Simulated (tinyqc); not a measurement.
Against voltage: leakage through a gate insulator: direct, Fowler-Nordheim, trap-assisted and Poole-Frenkel currents. Computed by tinyqc, a small Python program. Command: `OMP_NUM_THREADS=1 python tinyqc.py 3030808 3030809 out.jsonl oxideleak walk`. One thread of a shared host (Intel(R) Xeon(R) Processor @ 2.30GHz), about 0.01 s of CPU time with the checks.

Electrons enter from the cathode Fermi level at x = 0; the conduction band of the insulator lies phi_b - e F x above it, F = V/t. WKB exponents use a parabolic band with mass m.

Inputs (values chosen for the exercise, with an insulator like Al2O3):

| quantity | value | unit |
|---|---|---|
| thickness t | 2.3 | nm |
| barrier phi_b | 2.26 | eV |
| tunnelling mass m | 0.34 | m_0 |
| static constant eps_ox | 8.7 | - |
| trap depth phi_t | 1.5 | eV |
| trap density N_t | 1.2e+19 | cm^-3 |
| attempt rate nu_0 | 2e+13 | 1/s |
| activation of capture E_a | 0.29 | eV |
| temperature T | 250 | K |

Constants: e = 1.602176634e-19 C; hbar = 1.054571817e-34 J s; hbar^2/(2 m_0) = 3.80998212 eV angstrom^2; k_B = 8.617333262e-05 eV/K.

Method:
- For a level a distance phi(x) below the band, the WKB exponent is 2 int kappa dx with kappa = sqrt(m phi/(hbar^2/2m_0)); for a linear barrier from phi_1 down to phi_2 = max(phi_1 - e F d, 0) it is G = (4/3) sqrt(m/(hbar^2/2m_0)) (phi_1^(3/2) - phi_2^(3/2))/(e F).
- J_tun = e^3 F^2/(16 pi^2 hbar m phi_b) x exp(-G) / [1 - sqrt(phi_2/phi_b)]^2 with the free-electron mass in the cathode (m in m_0), phi_2 = max(phi_b - e V, 0): direct tunnelling for e V < phi_b, Fowler-Nordheim above. Image forces, back-flow and the limit on supply are left out, so J_tun is overstated below about 0.5 V.
- A trap at depth x lies phi_t below the band. Capture: tunnel at the cathode Fermi level from 0 to x (G_in from phi_1 = phi_b), rate nu_0 exp(-G_in - E_c/k_B T) with E_c = E_a + max(phi_b - phi_t - e F x, 0), the last term being the height of the trap above the cathode Fermi level. Emission: tunnel from the trap level to the anode (G_out from phi_1 = phi_t over t - x), rate nu_0 exp(-G_out - E_a/k_B T). Re-emission to the cathode follows from detailed balance, rate_back = rate_in exp(dE/k_B T) with dE = phi_b - phi_t - e F x. Each trap passes R = rate_in rate_out/(rate_in + rate_back + rate_out) electrons per second; filling from the anode is left out.
- J_TAT = e N_t int_0^t R dx by the midpoint rule on 400 intervals; the most effective depth is the midpoint with the largest R, rounded to 0.01 nm.

Currents:

| V (V) | F (MV/cm) | J_tun (A/cm^2) | J_TAT (A/cm^2) | best depth (nm) |
|---|---|---|---|---|
| 0.28 | 1.217 | 1.4898e+00 | 3.3912e-17 | 1.12 |
| 0.56 | 2.435 | 2.7479e+00 | 6.0624e-13 | 2.30 |
| 0.84 | 3.652 | 5.2074e+00 | 4.7786e-08 | 2.08 |
| 1.12 | 4.870 | 1.0185e+01 | 3.2103e-06 | 1.56 |
| 1.40 | 6.087 | 2.0685e+01 | 3.6737e-05 | 1.25 |
| 1.68 | 7.304 | 4.3966e+01 | 1.5575e-04 | 1.06 |
| 1.97 | 8.565 | 1.0159e+02 | 3.7475e-04 | 0.95 |
| 2.25 | 9.783 | 2.1732e+02 | 7.2021e-04 | 0.84 |
| 2.53 | 11.000 | 1.1023e+03 | 1.4383e-03 | 0.74 |

Tunnelling without traps rules in every row. Over the range J_tun grows by 2.9 decades and J_TAT by 13.6. The highest rows may lie beyond breakdown. Below about 0.5 V the formula for J_tun, which has no back-flow, overstates the current.

Extremes, crossings and ranges named in words are read from the listed rows.
